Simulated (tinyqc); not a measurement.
Electrons shared among three sets of ellipsoidal valleys, step by step. Values are carried at full precision from step to step, so a last printed digit may differ when a step is redone from the rounded ones.

Constants: hbar^2/2m0 = 3.80998211 eV angstrom^2; kB = 8.617333262e-05 eV/K.

Inputs chosen for the exercise (masses and offsets near those of Si; mobilities are free inputs, held fixed; shifted at random, so the results belong to these values and not to a real crystal):
```
symbol  value                     unit        meaning
ml      (0.873, 0.873, 1.632)     m0          longitudinal masses of Delta2, Delta4, L
mt      (0.1908, 0.1908, 0.1155)  m0          transverse masses
M       (2, 4, 4)                             valleys in each set
T       500                       K
dE      (0, 0.086, 0.794)         eV          edges of Delta2, Delta4, L above the first, the first two split by strain
n       3.3e+18                   1/cm^3      total electron density
mu      (1800, 950, 540)          cm^2/(V s)  mobility of each set, for current in the plane normal to the Delta2 axis
```

## Masses of each set

One valley: m_d = (ml mt^2)^(1/3). Whole set: m_de = M^(2/3) m_d. Mean over three axes: 1/m_c = (1/ml + 2/mt)/3. Anisotropy K = ml/mt.

m_d, m_de, m_c (m0) and K of each set:
```
set        m_d    m_de     m_c      K
Delta2  0.3168  0.5028  0.2580   4.58
Delta4  0.3168  0.7982  0.2580   4.58
L       0.2792  0.7036  0.1673  14.13
```

m_de/m_c is 1.95 for Delta2, 3.09 for Delta4, 4.20 for L: many anisotropic valleys give many states at a light conductivity mass. m_c is the mean over three axes; a set that holds only some of the equivalent valleys conducts with a mass that depends on direction.

## Effective densities of states

N_i = M_i times N = 2 (m kB T/(4 pi c))^(3/2) with c = hbar^2/2m0, in 1/angstrom^3; times 1e24 for 1/cm^3, with m = (ml mt^2)^(1/3).

kT = 0.043087 eV

N_i (1/cm^3): Delta2 1.9251e+19, Delta4 3.8503e+19, L 3.1867e+19

## Fermi level and populations

F_j(eta) = (1/Gamma(j + 1)) integral_0^infinity x^j dx/(1 + exp(x - eta)), which tends to exp(eta) for eta << 0.

Solve n = sum_i N_i F_1/2((EF - dE_i)/kT), energies from the edge of the first set.

EF = -0.0847 eV

eta_i: Delta2 -1.97, Delta4 -3.96, L -20.39

n_i (1/cm^3): Delta2 2.57e+18, Delta4 7.28e+17, L 4.43e+10

shares: Delta2 0.7794, Delta4 0.2206, L 0.0000

Delta2 holds most electrons (77.9 %). Boltzmann weights N_i exp(-dE_i/kT) would give Delta4 a share of 0.2137.

## Drift and Hall mobility of the mixture

With f_i the shares, mu_drift = sum f_i mu_i; low-field Hall mobility mu_H = sum f_i mu_i^2/mu_drift (scattering and anisotropy factors set to 1); the Hall density is n mu_drift/mu_H; rho = 1/(e n mu_drift), e = 1.602176634e-19 C.

mu_drift = 1613 cm^2/(V s)
mu_H = 1690 cm^2/(V s)
Hall density = 3.15e+18 1/cm^3
rho = 0.00117 ohm cm

A Hall measurement would read 95.4 % of the true density. The mobilities are of the size met in pure crystals; at this density impurities would cut them and raise rho, by a factor of two to ten or more depending on crystal and density.

## Checks

- Share of Delta4 at n = 1e10 1/cm^3 against the Boltzmann weight: both 0.2137.

Program tinyqc; command `OMP_NUM_THREADS=1 python tinyqc.py 1652390 1652391 out.jsonl`; about 0.01 s on one thread of a shared Intel(R) Xeon(R) Processor @ 2.30GHz.
